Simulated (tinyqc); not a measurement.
# Gain of the pnp from the holding current

Problem. On state with both base-emitter voltages at Von: npn base current Ib = (Von/Rs + bp Von/Rw)/(bn bp - 1), holding current Ih = (bn + 1) Ib + Von/Rs. Find bp.

Inputs (values chosen for the exercise):
```
symbol,value,unit,meaning
bn,9,,current gain of the npn
Rs,740,ohm,substrate resistance shunting the npn
Rw,600,ohm,well resistance shunting the pnp
Von,0.71,V,base-emitter voltage in the on state
```

Ih = 2.5636485 mA

Solution. Ih gives Ib, and Ib (bn bp - 1) = Von/Rs + bp Von/Rw is linear in bp.

bp = 4.300

Computed by the program tinyqc: `OMP_NUM_THREADS=1 python tinyqc.py 2670153 2670154 out.jsonl`, one thread of a shared Intel Xeon 2.30GHz, about 0.07 s for the whole run.
